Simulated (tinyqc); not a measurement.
Inside a calculation: sp3s* tight binding. Values are carried at full precision from step to step, so a last printed digit may differ when a step is redone from the rounded ones.

sp3s* tight binding, nearest neighbours only: anion (a) at 0, cation (c) at a/4 (1,1,1), orbitals s, px, py, pz, s* on each; k in units of 2 pi/a. With phases e_j = exp(i (pi/2) k.n_j) for n = (1,1,1), (1,-1,-1), (-1,1,-1), (-1,-1,1): g0 = (e1+e2+e3+e4)/4, g1 = (e1+e2-e3-e4)/4, g2 = (e1-e2+e3-e4)/4, g3 = (e1-e2-e3+e4)/4. The diagonal holds the levels Esa, Epa, Exa (s*) and Esc, Epc, Exc. Anion-cation block: <sa|sc> = Vss g0; <sa|xc> = Vsapc g1; <xa|sc> = -Vscpa g1; <xa|xc> = Vxx g0; <xa|yc> = <ya|xc> = Vxy g3, <xa|zc> = <za|xc> = Vxy g2, <ya|zc> = <za|yc> = Vxy g1; <s*a|xc> = Vxapc g1; <xa|s*c> = -Vpaxc g1; y and z take g2 and g3 in place of g1; s-s* and s*-s* vanish.

Constants: hbar^2/2m0 = 3.80998211 eV angstrom^2.

Values chosen for the exercise (near a published set for GaAs, fitted to gaps, whose masses and valley positions are rough; shifted at random, so the results belong to these values and not to a real crystal):
- k = (0.78, 0, 0) 2 pi/a (wave vector)
- Esa = -8.314 eV (s level of the anion)
- Epa = 1.04 eV (p level of the anion)
- Esc = -2.665 eV (s level of the cation)
- Epc = 3.68 eV (p level of the cation)
- Exa = 8.569 eV (s* level of the anion)
- Exc = 6.703 eV (s* level of the cation)
- Vss = -6.489 eV (s-s)
- Vxx = 1.971 eV (px-px)
- Vxy = 5.1 eV (px-py)
- Vsapc = 4.466 eV (s anion, p cation)
- Vscpa = 5.809 eV (s cation, p anion)
- Vxapc = 4.878 eV (s* anion, p cation)
- Vpaxc = 4.777 eV (p anion, s* cation)
- a = 5.65 angstrom (lattice constant)

## Phase sums

Form g0 to g3 at this k.

g0, g1, g2, g3: 0.33874  0.94088i  0.00000  0.00000

## The Hamiltonian without spin-orbit coupling

Fill in the 10 x 10 matrix.

H(k) (eV), lower triangle (Hermitian):
```
           sa       xa        ya        za       s*a       sc      xc      yc      zc     s*c
sa    -8.3140
xa          0   1.0400
ya          0        0    1.0400
za          0        0         0    1.0400
s*a         0        0         0         0    8.5690
sc    -2.1981  5.4656i         0         0         0  -2.6650
xc   -4.2020i   0.6677         0         0  -4.5896i        0  3.6800
yc          0        0    0.6677  -4.7985i         0        0       0  3.6800
zc          0        0  -4.7985i    0.6677         0        0       0       0  3.6800
s*c         0  4.4946i         0         0         0        0       0       0       0  6.7030
```

## Levels at this k

Diagonalise H, which belongs to k = (0.78, 0, 0) (2 pi/a). Four bands are filled (two electrons each); give the make-up of band 5, the lowest empty one.

levels (eV): -10.5362  -6.5998  -2.6613  -2.6613  2.1327  2.5608  7.3813  7.3813  9.8594  11.5961

weights of band 5: s 0.091, p 0.586, s* 0.323

weight of band 5 on atom a = 0.394

The vertical gap at this k is 4.7940 eV; band 5 is mostly p-like.

## Levels at Gamma

At k = 0 only g0 = 1 is left and H falls into 2 x 2 blocks [[E_a, V], [V, E_c]] with roots (E_a + E_c)/2 -/+ sqrt(((E_a - E_c)/2)^2 + V^2); the s* levels stay uncoupled. The direct gap runs from the highest lower root of the p blocks to the lowest upper root.

Blocks at Gamma (eV):
```
block            E_a      E_c        V  lower root  upper root
s (Gamma1)   -8.3140  -2.6650  -6.4890    -12.5666      1.5876
p (Gamma15)   1.0400   3.6800   1.9710     -0.0122      4.7322
```

direct gap at Gamma = 1.5998 eV

The lowest empty level at Gamma is s-like.

## Bands near the gap

Diagonalise at L = (1/2,1/2,1/2), X = (1,0,0), W = (1,1/2,0), K = (3/4,3/4,0) and at the fractions named between them; energies from the top of the valence band at Gamma; 4 bands are filled.

Levels (eV):
```
k        level 2  level 3  level 4  level 5  level 6
L         -6.986   -1.402   -1.402    1.706    3.816
L-G 0.5   -4.127   -0.780   -0.780    2.160    4.228
G          0.000    0.000    0.000    1.600    4.744
G-X 0.2   -1.273   -0.410   -0.410    2.348    4.207
G-X 0.4   -3.230   -1.271   -1.271    2.832    3.292
G-X 0.6   -5.130   -2.112   -2.112    2.525    2.802
G-X 0.7   -5.983   -2.444   -2.444    2.281    2.678
G-X 0.8   -6.724   -2.691   -2.691    2.119    2.548
G-X 0.9   -7.282   -2.844   -2.844    2.033    2.450
X         -7.506   -2.896   -2.896    2.007    2.412
W         -7.506   -2.896   -2.896    2.007    2.412
K         -7.416   -3.126   -2.454    1.973    2.536
K-G 0.5   -4.803   -1.966   -0.848    2.428    3.543
```

On these points the lowest empty level is lowest at G, 1.600 eV above the top.

## Valleys and masses

The lowest conduction level at Gamma, at its minimum on (x,0,0) for x from 0.5 to 1, and at the point L (L, and X where the search ends there, need not be minima in this model; a zero or negative inverse mass shows it). Inverse masses m0/m = (E(+h) + E(-h) - 2 E)/(2 c q^2) with c = hbar^2/2m0, q = h 2 pi/a, h = 0.002; longitudinal along the valley axis ([100] at Gamma and Delta, [111] at L), transverse along [010] or [1-10]. A dash: the next level lies within 0.15 eV, so a single mass has no use there.

Valleys:
```
valley  x (2 pi/a)  E - Ev (eV)  m0/m_l  m0/m_t
Gamma       0.0000       1.5998    8.12    8.12
Delta       1.0000       2.0073    0.53    0.00
L           0.5000       1.7062    0.63    1.34
```

Of these three the lowest is Gamma, which makes the gap direct, 1.5998 eV. At Delta m0/m_t is 0.00. This nearest-neighbour model is fitted to gaps: it places the Delta minimum and the masses at Delta and L only roughly (transverse masses can be several times too heavy), and since its bands are flat from X to W the transverse mass grows too heavy towards X; d orbitals or second neighbours cure this.

## Checks

- Direct gap at Gamma from the blocks against the full matrix: both 1.59975.

Program tinyqc; command `OMP_NUM_THREADS=1 python tinyqc.py 1451076 1451077 out.jsonl`; about 0.2 s on one thread of a shared Intel(R) Xeon(R) Processor @ 2.30GHz.
